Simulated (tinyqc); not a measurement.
Tersoff bond-order potential: one step, computed by the program tinyqc. Command: `OMP_NUM_THREADS=1 python tinyqc.py 3013987 3013988 out.jsonl tersoff walk`. One thread of a shared host (Intel(R) Xeon(R) Processor @ 2.30GHz), about 0.01 s of CPU time with the checks.

E = (1/2) sum_(i, j != i) [A exp(-lambda r_ij) - b_ij B exp(-mu r_ij)], b_ij = (1 + (beta zeta_ij)^n)^(-1/(2n)), zeta_ij = sum_(k != i, j) g(theta_ijk), g = 1 + c^2/d^2 - c^2/(d^2 + (h - cos theta)^2), with theta at atom i. Only nearest neighbours count (cut-off function 1 for them, 0 beyond).

Task: The diamond lattice. zeta = 3 g(cos theta = -1/3). With z equal bonds of order b, r = ln(lambda A/(mu b B))/(lambda - mu) and E per atom = -(z/2) b B exp(-mu r)(1 - mu/lambda). a0 = 4 r/sqrt3; B0 = phi''(r)/(3 a0) with phi'' = mu (lambda - mu) b B exp(-mu r), since b does not change under uniform scaling.

Inputs (values chosen for the exercise, modelled on silicon):
```
quantity     value        unit
A           1801.2          eV
B           479.67          eV
lambda      2.4799  1/angstrom
mu          1.7322  1/angstrom
beta      1.08e-06           -
n           0.7968           -
c            98650           -
d            16.19           -
h          -0.6028           -
```

Constants: 1 eV/angstrom^3 = 160.2176634 GPa.

Give: zeta; bond order b; bond length; energy per atom of the diamond lattice; lattice constant a0; bulk modulus B0.

Result:

zeta = 30850

bond order b = 0.9604

bond length = 2.304 angstrom

energy per atom of the diamond lattice = -5.138 eV

lattice constant a0 = 5.320 angstrom

bulk modulus B0 = 110.8 GPa
